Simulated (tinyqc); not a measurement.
# Changing the carrier density n

Model: single-band model of a thermoelectric material. Computed by tinyqc, a small Python program. Command: `OMP_NUM_THREADS=1 python tinyqc.py 3007904 3007905 out.jsonl thermo sweep`. One thread of a shared host (Intel(R) Xeon(R) Processor @ 2.30GHz), about 0.02 s of CPU time with the checks.

One spherical band, one scattering law, no minority carriers and no phonon drag. In a real material minority carriers limit |S| to about E_g/(2 e T), so larger values are formal. eta = E_F/(k_B T) is counted from the band edge; f = 1/(1 + exp(x - eta)).

Inputs (values chosen for the exercise, for a model material):

| quantity | value | unit |
|---|---|---|
| density-of-states mass m | 0.26 | m_0 |
| mobility parameter mu_300 | 1000 | cm^2/(V s) |
| temperature exponent p | 0 | - |
| lattice thermal conductivity kappa_L | 1.1 | W/(m K) |
| temperature T | 660 | K |

Band: parabolic. Scattering: constant relaxation time, r = 0.

Constants: m_0 = 9.1093837015e-31 kg; k_B = 1.380649e-23 J/K; hbar = 1.054571817e-34 J s; k_B = 8.617333262e-05 eV/K; e = 1.602176634e-19 C.

Method:
- With x = E/(k_B T), a = alpha k_B T (0 for a parabolic band), G = x (1 + a x), D = 1 + 2 a x and <y> = int y f (1 - f) dx, f = 1/(1 + exp(x - eta)): tau = tau_0 G^r/D; transport function s = G^(3/2 + r)/D^2; n = N_0 <G^(3/2)> with N_0 = (2 m k_B T)^(3/2)/(3 pi^2 hbar^3).
- Integrals over x = E/(k_B T) use 160 Gauss-Legendre points in u = sqrt(x) from 0 to sqrt(max(eta, 0) + 32).
- Solve for eta.
- sigma = e mu_0 N_0 <s> with mu_0 = e tau_0/m = mu_300 (T/300 K)^(-p); |S| = (k_B/e)(<x s>/<s> - eta); Lorenz number L = (k_B/e)^2 (<x^2 s>/<s> - (<x s>/<s>)^2); kappa_e = L sigma T; zT = S^2 sigma T/(kappa_L + kappa_e).
- Hall factor r_H = <G^(3/2)> <G^(3/2 + 2r)/D^4>/<s>^2; drift mobility sigma/(n e) with n = N_0 <G^(3/2)>; power factor S^2 sigma.

One run for each value:

| carrier density n (1/cm^3) | zT | Seebeck coefficient \|S\| (microvolt/K) | power factor (microwatt/(cm K^2)) | conductivity sigma (S/cm) | Lorenz number L (1e-8 V^2/K^2) | reduced Fermi level eta |
|---|---|---|---|---|---|---|
| 2.70e+16 | 0.1385 | 732.20 | 2.32 | 4.3259e+00 | 1.8567 | -5.996 |
| 7.70e+16 | 0.3009 | 641.93 | 5.08 | 1.2337e+01 | 1.8570 | -4.946 |
| 2.20e+17 | 0.6191 | 551.56 | 10.72 | 3.5248e+01 | 1.8581 | -3.892 |
| 6.50e+17 | 1.1768 | 458.51 | 21.89 | 1.0414e+02 | 1.8613 | -2.794 |
| 1.90e+18 | 1.8331 | 366.95 | 40.99 | 3.0441e+02 | 1.8706 | -1.681 |
| 5.50e+18 | 2.0378 | 277.82 | 68.01 | 8.8120e+02 | 1.8961 | -0.502 |
| 1.60e+19 | 1.4206 | 192.65 | 95.14 | 2.5635e+03 | 1.9624 | 0.899 |
| 4.70e+19 | 0.5946 | 117.59 | 104.11 | 7.5302e+03 | 2.1039 | 2.914 |
| 1.40e+20 | 0.1642 | 62.32 | 87.11 | 2.2430e+04 | 2.2911 | 6.520 |
| 4.00e+20 | 0.0412 | 31.59 | 63.93 | 6.4087e+04 | 2.3980 | 13.325 |

Describe and explain the trends.

Over the rows, zT goes from 0.138 through a maximum among these rows, 2.04 at 5.50e18, to 0.0412; Seebeck coefficient |S| (microvolt/K) falls from 732 to 31.6 (exponent d ln y / d ln x -0.13 between the first rows and -0.65 between the last); power factor (microwatt/(cm K^2)) goes from 2.32 through a maximum among these rows, 104 at 4.70e19, to 63.9. At the high end the exponent of Seebeck coefficient |S| is -0.65, close to -0.67: the Mott formula. The exponent of conductivity sigma stays at 1: the mobility hardly depends on n here.

Extremes, crossings and ranges named in words are read from the listed rows.
